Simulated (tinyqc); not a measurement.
# Thermophotovoltaic cell, detailed-balance limit, step by step

Computed by the program tinyqc: `OMP_NUM_THREADS=1 python tinyqc.py 2820006 2820007 out.jsonl`, one thread of a shared Intel Xeon 2.30GHz, about 0.01 s for the whole run. Printed values are rounded.

Every photon above the gap Eg makes one pair and none below is absorbed; carriers thermalise at T and move without loss. Jsc = q F Phi(Eg, Ts); the dark current is J0 = q ge Phi(Eg, T)/ERE with the Boltzmann factor exp(V/Vt). Photons below the gap return to the emitter with reflectance Rf, and the efficiency is the electrical power over the radiant power not returned (luminescence back to the emitter is not credited).

Parameters, values chosen for the exercise: cell temperature T = 350 K; emitter temperature Ts = 1200 K; share of the hemisphere filled by the emitter F = 0.79; reflectance for photons below the gap Rf = 0.95; external radiative efficiency ERE = 0.01; number of faces that emit ge = 2; band gap Eg = 0.98 eV.

Constants: q = 1.602176634e-19 C, kB = 1.380649e-23 J/K, h = 6.62607015e-34 J s, c = 299792458 m/s, Vt = kB T/q. Results are converted to the units shown.

## Photon flux of the source, term by term

Photon flux above E from a black body at temperature T into a hemisphere: Phi(E, T) = A sum_k exp(-k E/th)[E^2 th/k + 2 E th^2/k^2 + 2 th^3/k^3], k = 1, 2, ..., with th = kB T/q in eV and A = 2 pi q^3/(h^3 c^2). The first six terms at E = Eg, T = Ts are listed; the flux takes all.

th = 0.103408 eV
A = 9.88329e22 cm^-2 s^-1 eV^-3
terms k = 1..6 (eV^3): 9.38119e-6  3.23658e-10  1.59571e-14  9.00687e-19  5.46094e-23  3.46110e-27
Phi(Eg, Ts) = 9.27202e17 cm^-2 s^-1

The first term, the Boltzmann limit, holds 100 % of the flux.

## Photocurrent, dark current and incident power

Photon flux above E from a black body at temperature T into a hemisphere: Phi(E, T) = A sum_k exp(-k E/th)[E^2 th/k + 2 E th^2/k^2 + 2 th^3/k^3], k = 1, 2, ..., with th = kB T/q in eV and A = 2 pi q^3/(h^3 c^2). Jsc = q F Phi(Eg, Ts), J0 = q ge Phi(Eg, T)/ERE. Pin = F sigma Ts^4, sigma = 2 pi^5 kB^4/(15 h^3 c^2). Power above the gap: Pg = F A q sum_k exp(-k Eg/th)[Eg^3 a + 3 Eg^2 a^2 + 6 Eg a^3 + 6 a^4], a = th/k at Ts; power not returned Pab = Pin - Rf (Pin - Pg).

Jsc = 117.358 mA/cm^2
J0 = 7.54869e-7 mA/cm^2
Pin = 9288.89 mW/cm^2
Pab = 587.622 mW/cm^2

## Iteration 1: maximum power point by Newton steps

v at the start = 18.86

With v = V/Vt the power is largest where f = (1 + v) exp(v) - 1 - Jsc/J0 vanishes; f' = (2 + v) exp(v), v(new) = v - f/f'.

f = 2.92611e9
f' = 3.23674e9
v after iteration 1 = 17.9560

## Iteration 2: maximum power point by Newton steps

As before.

f = 1.03557e9
f' = 1.25387e9
v after iteration 2 = 17.1301

## Course of the iteration: maximum power point by Newton steps

Stop when v changes by less than 1e-10, or after 40 iterations.

Course of the iteration:
```
iteration	v	|change|
1	17.9560	0.904
2	17.1301	0.826
3	16.4778	0.652
4	16.1191	0.359
5	16.0315	0.0876
6	16.0271	4.31e-3
7	16.0271	9.83e-6
8	16.0271	5.10e-11
```

Converged in 8 iterations. At the end the number of correct digits about doubles with each step.

## Voltages, fill factor and efficiency

v = 16.0271

Voc = Vt ln(1 + Jsc/J0), Vmp = v Vt, Jmp = Jsc - J0 (exp(v) - 1), FF = Vmp Jmp/(Voc Jsc), efficiency Vmp Jmp/Pab.

Voc = 0.568889 V
Eg/q - Voc = 0.411111 V
Vmp = 0.483389 V
Jmp = 110.465 mA/cm^2
FF = 0.799804
efficiency = 9.08709 %

Of the voltage deficit, Vt ln(1/ERE) = 139 mV is due to non-radiative recombination.
